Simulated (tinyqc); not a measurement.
Surface potential of a MOS transistor: implicit equation and explicit approximations: one step of the calculation.

p-type body, charge-sheet picture, depletion and inversion only, full ionisation (an idealisation for deep acceptors), Boltzmann statistics (rough once Na exp(x - xn) passes about Nc/7). In units of Vt: xg = (Vg - Vfb)/Vt, x = psi/Vt, G = gamma/sqrt(Vt), xn = (2 phiF + Vc)/Vt. The implicit equation is (xg - x)^2 = G^2 [x - 1 + exp(x - xn)] for x above about 3. Cox = eps0 eox/tox.

Task. Scales. ni = sqrt(Nc Nv) exp(-Eg/(2 Vt)), Eg in volts; phiF = Vt ln(Na/ni); gamma = sqrt(2 q eps0 eps_r Na)/Cox; VT = Vfb + Vt (xn + G sqrt(xn - 1)).

Inputs (values chosen for the exercise); band and dielectric values close to those of silicon: temperature T = 250 K; band gap Eg = 1.13 eV; relative permittivity eps_r = 11.9; conduction-band density of states at T Nc = 2.15e19 cm^-3; valence-band density of states at T Nv = 2.05e19 cm^-3; relative permittivity of the gate insulator (close to silicon nitride) eox = 7.5; insulator thickness tox = 31 nm; acceptor density Na = 1.1e17 cm^-3; flat-band voltage Vfb = -0.73 V; channel-body voltage Vc = 0 V; gate-body voltage Vg = 1.22 V.

Constants: q = 1.602176634e-19 C, kB = 1.380649e-23 J/K, Vt = kB T/q, eps0 = 8.8541878128e-14 F/cm where lengths are in cm. Results are converted to the units shown.

Find: phiF; gamma; G; xn; VT; xg.

Result.

phiF = 0.4519 V
gamma = 0.8996 V^0.5
G = 6.129
xn = 41.95
VT = 1.019 V
xg = 90.52

Program tinyqc, `OMP_NUM_THREADS=1 python tinyqc.py 2122214 2122215 out.jsonl`; Intel Xeon 2.30GHz, shared host, one thread, about 0.01 s.
